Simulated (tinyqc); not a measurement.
One gate, two gates and a surrounding gate.

Below threshold the potential that source and drain add obeys Laplace's equation, vanishes on the gates and decays along the channel as exp(-k y). The same ts (depleted depth over a conducting body, body thickness or wire diameter), ti and permittivities in three geometries; k is the smallest positive root of: one gate, f(k) = eps_r sin(k ti) cos(k ts) + ei cos(k ti) sin(k ts); two gates, f(k) = ei cos(k ti) cos(k ts/2) - eps_r sin(k ti) sin(k ts/2); wire, f(k) = ei J0(u)[J1(u) Y0(v) - Y1(u) J0(v)] - eps_r J1(u)[J0(u) Y0(v) - Y0(u) J0(v)], u = k ts/2, v = u + k ti. Parabolic estimates of l: sqrt((eps_r/ei) ts ti); sqrt((eps_r/(2 ei)) ts ti (1 + ei ts/(4 eps_r ti))); sqrt([2 eps_r ts^2 ln(1 + 2 ti/ts) + ei ts^2]/(16 ei)), in the same order.

Inputs (values chosen for the exercise); permittivities: semiconductor close to that of In0.53Ga0.47As, insulator close to that of silicon dioxide: relative permittivity of the semiconductor eps_r = 13.8; relative permittivity of the insulator ei = 3.76; insulator thickness ti = 1.5 nm; depletion depth ts = 24 nm.

Scale lengths (nm):

|  | Lambda = pi/k | l = 1/k | l(parabolic) |
|---|---|---|---|
| one gate over a conducting body | 29.00 | 9.231 | 11.49 |
| two gates | 34.25 | 10.90 | 11.75 |
| wire | 22.67 | 7.216 | 8.193 |

What do the numbers show?

The wire has the shortest scale length, 0.662 times that of the double gate; the single gate over a conducting body has 0.847 times it, its layer ending directly on a conductor where the double gate has a second insulator. The parabolic estimates are 25 % above, 7.8 % above and 14 % above the exact l, in the order of the rows.

Program tinyqc, `OMP_NUM_THREADS=1 python tinyqc.py 2420040 2420041 out.jsonl`; Intel Xeon 2.30GHz, shared host, one thread, about 0.01 s.
